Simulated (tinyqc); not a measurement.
Far from Gamma: eight-band Kane k.p model.

Eight-band Kane model, basis S, X, Y, Z times spin, zero of energy at the top of the unstrained valence band, c = hbar^2/2m0. Within each spin: H_SS = Eg + A c k^2, H_SX = i P kx (likewise Y, Z), H_XX = -Dso/3 + L kx^2 + M (ky^2 + kz^2), H_XY = N kx ky, and cyclic. Spin-orbit term (Dso/3) L.sigma on X, Y, Z with (L_k)_ij = -i epsilon_kij: <X+|H|Y+> = -i Dso/3, <X+|H|Z-> = Dso/3, <Y+|H|Z-> = -i Dso/3, <Z+|H|X-> = -Dso/3, <Z+|H|Y-> = i Dso/3, <X-|H|Y-> = i Dso/3, and their conjugates; + and - are the spin along z. Terms from inversion asymmetry are left out, so every level is twofold.

P = sqrt(Ep c); A = 1/me - Ep (Eg + 2 Dso/3)/(Eg (Eg + Dso)) keeps the electron mass; g1' = g1 - Ep/(3 Eg), g2' = g2 - Ep/(6 Eg), g3' = g3 - Ep/(6 Eg) remove the coupling to S that the Luttinger values already hold; L = -c (g1' + 4 g2'), M = -c (g1' - 2 g2'), N = -6 c g3'.

Constants: hbar^2/2m0 = 3.80998211 eV angstrom^2.

Inputs chosen for the exercise (near those of Ge; shifted at random, so the results belong to these values and not to a real crystal): Eg = 0.895 eV (gap at Gamma to the s-like level); Dso = 0.29 eV (spin-orbit splitting); Ep = 26.5 eV (Kane energy); me = 0.0378 m0 (electron mass at Gamma); g1 = 13.39 (Luttinger gamma1); g2 = 4.24 (gamma2); g3 = 5.7 (gamma3).

Pairs 3 and 4 along [100] out to 3.2 1/angstrom, beyond the zone edge but about the reach pi/h of a grid with h = 1 angstrom, with Ep as given and with Ep rescaled so that A = 1: Ep = (1/me - 1) Eg (Eg + Dso)/(Eg + 2 Dso/3). Crossings of E = Eg/2 are found on a scan of 320 points from 0.05 to 3.2 and refined by bisection.

Levels (eV):
```
kx (1/angstrom)   pair 3  pair 4  pair 3, rescaled  pair 4, rescaled
0.0                0.000   0.895             0.000             0.895
0.4               -2.993   3.999            -2.993             4.108
0.8               -9.455   6.650           -10.789             7.613
1.2              -15.727   8.409           -19.753            11.589
1.6              -22.901   9.269           -31.524            16.385
2.0              -30.978   9.227           -46.294            22.190
2.4              -39.957   8.285           -64.159            29.098
2.8              -49.839   6.441           -85.167            37.157
3.2              -60.622   3.695          -109.345            46.393
```

A (a pure number) and L (eV angstrom^2) as given: -0.739  -2.823

rescaled Ep = 24.81 eV

A and L rescaled: 1.000  -10.036

Crossings of mid-gap:
```
set       number  first kx (1/angstrom)
as given       0                      -
rescaled       0                      -
```

Is the parameter set safe for a calculation on a fine real-space grid?

Along this line and up to 3.2 1/angstrom, yes: no level crosses the middle of the gap; but A < 0 or L > 0 bends a band towards the gap, so this scan alone does not clear the set: other directions, such as [110] and [111], should be scanned too, and interfaces can still cause trouble. At large kx the S and X states dominate and (A c k^2)(L k^2) - P^2 k^2 must vanish for a state in the gap, which needs A L > 0, near k = P/sqrt(A c L); here A = -0.739 and L = -2.823 have the same sign, which puts the estimate at 3.56 1/angstrom. In the rerun with Ep = 24.81 eV, A = 1.000 and L = -10.036 have opposite signs, and no level crosses. Electron, heavy- and light-hole masses at Gamma are the same for both sets.

Program tinyqc; command `OMP_NUM_THREADS=1 python tinyqc.py 1080372 1080373 out.jsonl`; about 0.1 s on one thread of a shared Intel(R) Xeon(R) Processor @ 2.30GHz.
